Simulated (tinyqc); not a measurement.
Inside a calculation. Model: surface photovoltage measurement of the minority-carrier diffusion length in a wafer. Computed by tinyqc, a small Python program that keeps every step. Command: `OMP_NUM_THREADS=1 python tinyqc.py 3130459 3130460 out.jsonl spv walk`. One thread of a shared host (Intel(R) Xeon(R) Processor @ 2.30GHz), about 0.01 s of CPU time with the checks. Intermediate numbers are printed to about 6 digits and carried at full precision; extremes and crossings named in words are read from the listed rows.

Low injection, steady light, a depletion layer much thinner than 1/alpha and L. The excess density dn is taken at the front edge of the neutral region; light that reaches the back is lost.

Inputs (values chosen for the exercise, modelled on p-type silicon at room temperature):
```
quantity,value,unit
diffusion length L,550,micrometre
wafer thickness W,625,micrometre
diffusivity D,33.4,cm^2/s
front recombination velocity S_f,140,cm/s
back recombination velocity S_b,130,cm/s
photon flux entering,6.5e+13,1/(cm^2 s)
minority density at the surface barrier scale n_0,2.9e+09,1/cm^3
temperature T,298,K
wavelength,812,nm
relative noise of each reading,1,%
diffusion length after pair splitting over L,0.68,-
iron factor C,1e+16,micrometre^2/cm^3
```

Constants: k_B = 8.617333262e-05 eV/K.

## One wavelength

alpha = (84.732/lambda - 76.417)^2 per cm with lambda in micrometre (an empirical fit for silicon between 0.7 and 1.05 micrometre). Thick wafer: dn = Phi L/((S_f + D/L)(L + 1/alpha)). Finite wafer, with s = S_b L/D, w = W/L, a = alpha L: dn = [Phi a/(a^2 - 1)] [a - B - exp(-alpha W)(a - s)/(cosh w + s sinh w)]/(S_f + B D/L), B = (sinh w + s cosh w)/(cosh w + s sinh w). Photovoltage V = (k_B T/e) ln(1 + dn/n_0). Lifetime = L^2/D.

alpha = 780.239 1/cm

penetration depth 1/alpha = 12.8166 micrometre

dn, thick wafer = 8.50022e+10 1/cm^3

B = 0.874947

dn, finite wafer = 9.49000e+10 1/cm^3

photovoltage V = 90.3465 mV

lifetime = 90.5689 microsecond

Caution: dn is not small against n_0, so V is not linear in the flux; the constant-flux reading then needs dn, not V.

## The linear plot

normal deviates g for the noise: [0.00, -0.44, 0.64, 0.08, -2.06, 0.70, -0.60]

Readings y = (Phi/dn) (1 + noise x g) at 780, 830, 880, 920, 950, 975 and 995 nm; a least-squares line y = c (1/alpha + L_app) gives L_app = intercept/slope.

Readings:
```
lambda (nm),1/alpha (micrometre),y (cm/s),line (cm/s)
780,9.636,681.574,681.443
830,15.176,684.391,686.876
880,25.330,702.502,696.833
920,40.658,714.404,711.865
950,61.278,719.491,732.088
975,90.917,769.188,761.154
995,130.888,799.063,800.352
```

slope = 0.980684 cm/(s micrometre)

apparent length L_app = 685.229 micrometre

error of L_app (rounded to 0.001) = 24.587 %

Without noise the error would be +21.4 %, from the finite thickness at W/L = 1.1. S_f scales all readings alike and leaves L_app unchanged.

## Where the wafer is too thin

No noise; L is varied at fixed W, and the last two columns set S_b to 0 and to 1e7 cm/s.

Apparent length (micrometre):
```
L,W/L,given S_b,S_b = 0,S_b = 1e7
31.2,20.0321,31.20,31.20,31.200
62.5,10.0000,62.50,62.50,62.500
125.0,5.0000,125.10,125.11,124.854
188.0,3.3245,189.73,190.02,185.706
312.0,2.0032,332.03,338.14,285.537
500.0,1.2500,592.75,647.19,376.132
812.0,0.7697,1059.29,1396.39,438.237
1310.0,0.4771,1645.52,3034.83,468.947
2500.0,0.2500,2262.75,7352.90,484.665
```

With a fast back surface L_app levels off, at 485 micrometre in the last row; with a passive one it reaches up to 2.94 times L among these rows and is 7350 in the last. All three columns are within 5 % of L down to W/L = 3.3.

## Iron from two lengths

Splitting iron-boron pairs in boron-doped silicon shortens L; with nothing else changing, [Fe] = C (1/L_after^2 - 1/L^2). It is evaluated with the true lengths and with the apparent ones (without noise), which differ when the wafer is not thick against L.

L_after = 374 micrometre

[Fe] from the true lengths = 3.84340e+10 1/cm^3

[Fe] from the apparent lengths = 3.62519e+10 1/cm^3

bias, apparent over true less 1 (rounded to 0.001) = -5.678 %

Checks made by the program: dn against a finite-difference solution (relative difference 1e-05).
